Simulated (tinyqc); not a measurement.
Ways to converge the cycle: SCF convergence aids in the 6-31g basis, for H4, spin multiplicity 1. Computed by the program tinyqc with PySCF. RHF with one setting changed at a time; a run stops when the energy changes by less than 1e-09 hartree and the error matrix is below 1e-5. The start is the core Hamiltonian. Damping d keeps d of the old density; a shift (hartree) raises the virtual levels; DIIS n extrapolates F over n matrices.

Geometry (angstrom):
```
atom       x       y       z
H     0.0000  0.0000  0.0000
H     0.0000  0.0000  0.7490
H     0.0000  1.1920  0.0000
H     0.0000  1.1920  0.7490
```

lowest restricted solution found by these runs and by PySCF = -2.102668 hartree

Largest element of the error matrix X^T (FDS - SDF) X:
```
iteration    plain  damping 0.3  damping 0.6  shift 0.4   DIIS 3   DIIS 8
1          2.3e-01      2.3e-01      2.3e-01    2.3e-01  2.3e-01  2.3e-01
2          3.0e-02      9.2e-02      1.5e-01    8.2e-02  3.0e-02  3.0e-02
3          3.2e-03      3.6e-02      1.0e-01    2.6e-02  8.0e-04  8.0e-04
4          3.4e-04      1.4e-02      6.5e-02    8.2e-03  2.0e-04  2.0e-04
5          7.5e-05      5.2e-03      4.2e-02    2.6e-03  4.0e-07  7.2e-05
6          1.6e-05      1.9e-03      2.8e-02    8.1e-04  2.5e-12  4.3e-05
8          7.9e-07      2.7e-04      1.2e-02    1.2e-04        -  2.4e-05
10               -      3.8e-05      4.8e-03    2.0e-05        -  1.3e-07
14               -      1.1e-06      8.3e-04          -        -        -
20               -            -      5.8e-05          -        -        -
30               -            -      6.8e-07          -        -        -
```

How each run ends:
```
run          iterations  E (hartree)         state
plain                 8    -2.102668  lowest found
damping 0.3          18    -2.102668  lowest found
damping 0.6          39    -2.102668  lowest found
shift 0.4            12    -2.102668  lowest found
DIIS 3                6    -2.102668  lowest found
DIIS 8               11    -2.102668  lowest found
```

What does the comparison show, and why?

6 of 6 runs reach the lowest restricted solution found, in 6 to 39 iterations (fastest: DIIS 3). Plain steps already contract here, so damping only slows them. DIIS 3 gains by cancelling the error over several earlier matrices, much as a quasi-Newton step does. DIIS minimises the error, not the energy, so it can stall or settle near a saddle, and its small system turns near-singular when few rotations are active.
